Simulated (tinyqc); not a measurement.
## Doping and flat-band voltage from the body effect

Problem. VT = Vfb + 2 phiF + gamma sqrt(2 phiF + Vsb), phiF = Vt ln(Na/ni), gamma = sqrt(2 q eps0 eps_r Na)/Cox, Cox = eps0 eox/tox. Find Na, gamma and Vfb from two thresholds.

Parameters, values chosen for the exercise; material values close to those of silicon:
- T = 293 K (temperature)
- eps_r = 11.7 (relative permittivity of the semiconductor)
- eox = 7.29 (relative permittivity of the gate insulator)
- tox = 4.9 nm (insulator thickness)

Constants: q = 1.602176634e-19 C, kB = 1.380649e-23 J/K, Vt = kB T/q, eps0 = 8.8541878128e-14 F/cm where lengths are in cm. Results are converted to the units shown.

VT at Vsb = 0 and 1.3 V (V): 0.46564372  0.58046365
ni = 4.9991773e9 cm^-3

Solution. The difference of the thresholds, gamma [sqrt(2 phiF + Vsb) - sqrt(2 phiF)], holds no Vfb and rises with Na, so it has one root; Vfb then follows from the first threshold.

Na = 2.40e17 cm^-3
gamma = 0.214 V^0.5
Vfb = -0.630 V

Computed by the program tinyqc: `OMP_NUM_THREADS=1 python tinyqc.py 2360104 2360105 out.jsonl`, one thread of a shared Intel Xeon 2.30GHz, about 0.06 s for the whole run.
